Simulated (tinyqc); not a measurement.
Double-gate transistor below threshold, two-dimensional Poisson equation on a small mesh: two steps of the calculation.

Half of a symmetric double-gate structure: row 0 is the mid-plane of the body, where the normal field vanishes. Mobile charge is neglected (subthreshold), the body is fully depleted, and potentials are counted from the intrinsic level; rows run upward to the gate, columns from source to drain.

Values chosen for this exercise; semiconductor permittivity close to that of silicon:

| symbol | value | unit | meaning |
|---|---|---|---|
| eps_r | 11.6 |  | relative permittivity of the semiconductor |
| eox | 7.5 |  | relative permittivity of the insulator |
| tb | 3 | nm | half the body thickness |
| tox | 2.7 | nm | insulator thickness |
| L | 32 | nm | channel length |
| Na | 0 | cm^-3 | acceptor density of the depleted body |

Constants: q = 1.602176634e-19 C, eps0 = 8.8541878128e-14 F/cm where lengths are in cm. Results are converted to the units shown.

Task 1. Coefficients of the five-point equations. Mesh: rows i = 0..3 in the semiconductor (step hs = tb/3, row 3 on the interface), then 2 step(s) ho = tox/2 up to the gate row 5; columns j = 0..7 (step hy = L/7). Box integration, divided by eps0: up_i = eps hy/h of the interval above row i, dn_i = that of the interval below (0 for row 0), lat_i = (sum of eps h/2 over the intervals above and below)/hy, s_i = -q Na w_i hy/eps0 with w_i the semiconductor height of the box (hs/2 for row 0 and the interface row, hs between, 0 in the insulator). Each free node obeys (up + dn + 2 lat) psi = up psi(above) + dn psi(below) + lat [psi(left) + psi(right)] + s.

Find: up; dn; lat; s.

Result 1.

```
row     up     dn    lat  s (V)
0    53.03      0  1.269      0
1    53.03  53.03  2.538      0
2    53.03  53.03  2.538      0
3    25.40  53.03  2.376      0
4    25.40  25.40  2.215      0
```

Task 2. Over-relaxation sweep (omega = 1.59). Free nodes: rows 0..4, columns 1..6, taken row by row from row 0, left to right. t = (up psi(above) + dn psi(below) + lat [psi(left) + psi(right)] + s)/(up + dn + 2 lat), with the newest neighbours; psi(new) = psi + 1.59 (t - psi).

psi after iteration 1 (V):
```
               j=0          j=1          j=2          j=3          j=4          j=5          j=6          j=7
row 0   0.51000000   0.01851542   0.00067220   0.00002440   0.00000089   0.00000003   0.02940685   0.81000000
row 1   0.51000000   0.03256299   0.00169218   0.00007995   0.00000357   0.00000015   0.05171769   0.81000000
row 2   0.51000000   0.04322081   0.00285297   0.00016423   0.00000867   0.00000043   0.06864483   0.81000000
row 3   0.51000000   0.06697728   0.00593425   0.00043603   0.00002860   0.00000174   0.10637578   0.81000000
row 4   0.15000000  -0.09501695  -0.15527821  -0.16314155  -0.16394092  -0.16401153  -0.06710111   0.30000000
row 5  -0.21000000  -0.21000000  -0.21000000  -0.21000000  -0.21000000  -0.21000000  -0.21000000  -0.21000000
```

```
row         up         dn        lat  s (V)
0    53.028571          0  1.2687500      0
1    53.028571  53.028571  2.5375000      0
2    53.028571  53.028571  2.5375000      0
3    25.396825  53.028571  2.3761719      0
4    25.396825  25.396825  2.2148438      0
```

Wanted: psi after iteration 2.

Result 2.

psi after iteration 2 (V):
```
           j=0      j=1      j=2      j=3      j=4      j=5      j=6      j=7
row 0   0.5100   0.0570   0.0042   0.0003   0.0000   0.0011   0.0906   0.8100
row 1   0.5100   0.0754   0.0071   0.0005   0.0000   0.0027   0.1198   0.8100
row 2   0.5100   0.1012   0.0119   0.0011   0.0001   0.0045   0.1607   0.8100
row 3   0.5100   0.0403  -0.0650  -0.0813  -0.0832  -0.0740   0.1010   0.8100
row 4   0.1500  -0.0683  -0.1242  -0.1351  -0.1368  -0.1239  -0.0289   0.3000
row 5  -0.2100  -0.2100  -0.2100  -0.2100  -0.2100  -0.2100  -0.2100  -0.2100
```

Program tinyqc, `OMP_NUM_THREADS=1 python tinyqc.py 2480110 2480111 out.jsonl`; Intel Xeon 2.30GHz, shared host, one thread, about 0.1 s.
